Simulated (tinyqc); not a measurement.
What each parameter does: ellipsoidal valleys in the axes of a wafer and a channel.

Valleys with axes a along [111], [1-1-1], [-11-1] and [-1-11], one whole valley each; inverse mass tensor w = 1/mt + (1/ml - 1/mt) a a. Device axes: z = nz/|nz|, x = nx/|nx|, y = z cross x; in them a = (ax, ay, az). Confinement mass mz = 1/w_zz. In the plane w_ij is replaced by u_ij = w_ij - w_iz w_jz/w_zz (i, j = x, y); density-of-states mass md = 1/sqrt(det u); conductivity mass along x mc = 1/u_xx; ballistic transport mass mx = u_yy/det u, width mass my = 1/u_yy.

Hard walls: E_n = c (n pi/t)^2/mz, c = hbar^2/2m0, n = 1, 2, 3. Non-degenerate share of a valley proportional to md sum_n exp(-E_n/kT); mean 1/mc = sum of share/mc. 1 nm = 10 angstrom.

Constants: hbar^2/2m0 = 3.80998211 eV angstrom^2; kB = 8.617333262e-05 eV/K.

Parameters, chosen for this exercise (near those of the L valleys of Ge; not measured data): ml = 1.526 m0 (longitudinal mass); mt = 0.08 m0 (transverse mass); nz = (1, 1, 0) (surface normal (confinement)); nx = (1, -1, 0) (channel direction); t = 3 nm (thickness of the film); T = 400 K (temperature).

Lowest E1, its share and the mean conductivity mass.

Results for these values:
```
case  lowest E1 (meV)   share  mean mc (m0)
base           192.34  0.9999        0.0800
```

What happens to each result for t = 2.7 nm, all else kept?

Answer: lowest E1 rises from 192.34 to 237.46; share rises from 0.9999 to 1.0000; mean mc does not change at the printed digits.

The same for each parameter in turn:
```
case           lowest E1 (meV)   share  mean mc (m0)
base                    192.34  0.9999        0.0800
ml = 1.373 m0           194.38  0.9999        0.0800
mt = 0.088 m0           176.51  0.9997        0.0880
t = 2.7 nm              237.46  1.0000        0.0800
T = 360 K               192.34  1.0000        0.0800
```

tinyqc: `OMP_NUM_THREADS=1 python tinyqc.py 1850992 1850993 out.jsonl`; about 0.01 s, one thread, shared Intel(R) Xeon(R) Processor @ 2.30GHz.
